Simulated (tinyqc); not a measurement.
Permittivity and interface capacitance from two thicknesses.

Problem. 1/C = t/(eps0 ek) + 2/ci for planar capacitors that differ only in thickness. Find ek, ci and the EOT of the interfaces, 2 x 3.9 eps0/ci.

Constants: eps0 = 8.8541878128e-14 F/cm where lengths are in cm. Results are converted to the units shown.

C at t = 13 and 38 nm (uF/cm^2): 1.9785267  0.73891738

Answer. 1/C is a straight line in t: the slope gives ek and the intercept 2/ci. A single thickness would give only the effective permittivity; when the interfaces are a small part of 1/C, ci needs very accurate data.

ek = 33.3
ci = 31.0 uF/cm^2
EOT of the interfaces = 0.223 nm

Program tinyqc, `OMP_NUM_THREADS=1 python tinyqc.py 2102031 2102032 out.jsonl`; Intel Xeon 2.30GHz, shared host, one thread, about 0.01 s.
